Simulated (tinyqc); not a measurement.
Keating valence-force model of a tetrahedral crystal: one step, computed by the program tinyqc.

Atom A sits at 0 and atom B at a/4 (1,1,1) of an fcc lattice; the four bonds from A are t = a/4 (1,1,1), a/4 (1,-1,-1), a/4 (-1,1,-1), a/4 (-1,-1,1), of length d = sqrt(3) a/4. Energy: E = (3 alpha/(8 d^2)) sum over bonds (r.r - d^2)^2 + (3 beta/(8 d^2)) sum over pairs of bonds at one atom (r_i.r_j + d^2/3)^2, with beta_A for the six pairs at A and beta_B for the six at B. The cell holds two atoms, Omega = a^3/4. 1 N/m = 1 J/m^2. With constants fitted to the elastic moduli this model puts optical and zone-boundary frequencies of real crystals too high, by up to about 20 % in elemental crystals and up to about 50 % in compounds, and mostly by more for TA modes; in compounds the lattice part of the static dielectric constant then comes out too low.

Problem. Frequencies at the zone boundary. With displacements u exp(i q.r), each bracket changes by g.u, where g = (g_A, g_B): bond t, g = (-2 t, 2 t exp(i q.t)); pair (i, j) at A, g = (-(t_i + t_j), t_i exp(i q.t_j) + t_j exp(i q.t_i)); pair at B, g = (-t_i exp(-i q.t_j) - t_j exp(-i q.t_i), t_i + t_j). Then D_mn = sum over the 4 bonds and 12 pairs of (4 k/a^2) conj(g_m) g_n / sqrt(M_m M_n), with k = alpha or beta converted to eV/angstrom^2. Only the short-range forces enter; the Coulomb field of the charges is left out. An eigenvalue lambda of D in eV/(angstrom^2 u) gives nu = 15.6333042 THz x sqrt(lambda).

Inputs (values chosen for the exercise, modelled on cubic silicon carbide):
```
quantity                value  unit
mass M_A               28.086     u
mass M_B               12.011     u
bond stretching alpha    83.7   N/m
bond bending beta_A      31.5   N/m
bond bending beta_B      37.4   N/m
```

Structure: zinc blende.

Constants: nu for 1 eV/(angstrom^2 u) = 15.6333042 THz; 1 eV/angstrom^2 = 16.02176634 J/m^2.

Give: Frequencies (THz) at points given in 2 pi/a.

Solution.

Frequencies (THz) at points given in 2 pi/a:
```
point                nu 1    nu 2    nu 3    nu 4    nu 5    nu 6
X (1, 0, 0)        13.829  13.829  18.383  25.801  25.801  27.572
L (0.5, 0.5, 0.5)  10.080  10.080  17.748  26.886  27.482  27.482
W (1, 0.5, 0)      14.429  16.021  16.106  24.499  26.053  28.438
K (0.75, 0.75, 0)  12.922  15.723  17.145  24.633  26.266  28.318
```

At X the two longitudinal modes are split (18.38 and 27.57 THz) because each moves one sublattice alone.
